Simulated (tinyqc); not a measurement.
## Fixed charge and work-function difference from two thicknesses

Problem. With a fixed charge q Nf at the interface, Vfb = phi_ms - q Nf tox/(eps0 eox). Find Nf and phi_ms.

Values chosen for this exercise: relative permittivity of the gate insulator (close to silicon nitride) eox = 7.28.

Constants: q = 1.602176634e-19 C, eps0 = 8.8541878128e-14 F/cm where lengths are in cm. Results are converted to the units shown.

Vfb at tox = 28 and 76 nm (V): 0.28588774  0.21668879

Solution. Vfb is a straight line in tox: the slope gives Nf and the intercept at zero thickness phi_ms.

Nf = 5.800e10 cm^-2
phi_ms = 0.3263 V

tinyqc, about 0.01 s, one thread, Intel Xeon 2.30GHz (shared host): `OMP_NUM_THREADS=1 python tinyqc.py 2060023 2060024 out.jsonl`
